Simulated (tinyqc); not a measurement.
Metal-interlayer-semiconductor contact, depinning against tunnelling resistance: two steps of the calculation.

Zero bias, n-type semiconductor. Gap states at the semiconductor surface thin out as exp(-be ti), which unpins the barrier; electrons must then cross the interlayer (a rectangular barrier, no voltage drop across it) and the parabolic depleted layer, both by WKB. Energies E are counted from the Fermi level; no image force, parabolic bands.

Inputs (values chosen for the exercise); semiconductor values close to those of silicon; interlayer mass of the order of that in lanthanum oxide, offset chosen freely: temperature T = 250 K; band gap Eg = 1.16 eV; relative permittivity eps_r = 12; electron affinity chi = 4.05 eV; conduction-band density of states at T Nc = 2.13e19 cm^-3; tunnelling mass in the semiconductor mt = 0.186 m0; Richardson mass mA = 2.01 m0; donor density Nd = 2.5e19 cm^-3; charge-neutrality level above the valence band E0 = 0.37 eV; pinning factor without interlayer S0 = 0.26; metal work function phiM = 4.29 eV; interlayer thickness ti = 0.3 nm; conduction-band offset of the interlayer above the semiconductor dE = 2.08 eV; tunnelling mass in the interlayer mi = 0.29 m0; decay constant of gap states through the interlayer be = 1.9 1/nm.

Constants: q = 1.602176634e-19 C, kB = 1.380649e-23 J/K, eps0 = 8.8541878128e-12 F/m, hbar = 1.054571817e-34 J s, h = 6.62607015e-34 J s, m0 = 9.1093837015e-31 kg, Vt = kB T/q, hbar^2/(2 m0) = 0.0380998212 eV nm^2. Results are converted to the units shown.

Problem 1. Pinning, barrier and scales. S = 1/(1 + (1/S0 - 1) exp(-be ti)); phiB = S (phiM - chi) + (1 - S)(Eg - E0); xi = Ec - EF deep inside, from Nd = Nc F(-xi/Vt), F(x) = (2/sqrt(pi)) int_0^infinity sqrt(u) du/(1 + exp(u - x)); band bending U = phiB - xi; E00 = (hbar/2) sqrt(Nd/(eps0 eps_r mt m0)) in volts; A = 4 pi q mA m0 kB^2/h^3.

Find: S; phiB; xi; U; E00; A.

Solution 1.

S = 0.38320
phiB = 0.57924 eV
xi = -0.012248 eV
U = 0.59149 eV
E00 = 0.062137 eV
A = 241.55 A/(cm^2 K^2)

Problem 2. Exponents and integrand on an energy grid. With U = phiB - xi: for xi < E < phiB, y = (E - xi)/U and G1 = (U/E00) [sqrt(1 - y) - y ln((1 + sqrt(1 - y))/sqrt(y))], G1 = 0 above phiB; G2 = 2 ti sqrt(mi max(phiB + dE - E, 0)/C), C = hbar^2/(2 m0); f = 1/(1 + exp(E/Vt)); integrand exp(-G1 - G2) f.

| point | E (eV) |
|---|---|
| 0 | -0.01 |
| 1 | 0.025 |
| 2 | 0.06 |
| 3 | 0.095 |
| 4 | 0.13 |
| 5 | 0.165 |
| 6 | 0.2 |
| 7 | 0.235 |
| 8 | 0.27 |
| 9 | 0.305 |
| 10 | 0.34 |
| 11 | 0.375 |
| 12 | 0.41 |

phiB = 0.57923750 eV
xi = -0.012248463 eV
E00 = 0.062136990 eV

Wanted: G1; G2; f; integrand.

Solution 2.

| point | G1 | G2 | f | integrand (1e-6) |
|---|---|---|---|---|
| 0 | 9.375 | 2.704 | 0.6140 | 3.484 |
| 1 | 7.980 | 2.687 | 0.2386 | 5.562 |
| 2 | 6.928 | 2.669 | 0.05814 | 3.951 |
| 3 | 6.027 | 2.651 | 0.01201 | 2.046 |
| 4 | 5.230 | 2.633 | 0.002389 | 0.920 |
| 5 | 4.513 | 2.614 | 4.716e-4 | 0.379 |
| 6 | 3.863 | 2.596 | 9.293e-5 | 0.146 |
| 7 | 3.271 | 2.577 | 1.831e-5 | 0.053 |
| 8 | 2.731 | 2.559 | 3.606e-6 | 0.018 |
| 9 | 2.240 | 2.540 | 7.103e-7 | 0.006 |
| 10 | 1.794 | 2.521 | 1.399e-7 | 0.002 |
| 11 | 1.393 | 2.502 | 2.756e-8 | 0.001 |
| 12 | 1.035 | 2.483 | 5.430e-9 | 0.000 |

Numbers from tinyqc (`OMP_NUM_THREADS=1 python tinyqc.py 2270078 2270079 out.jsonl`; about 0.02 s on one thread of a shared Intel Xeon 2.30GHz).
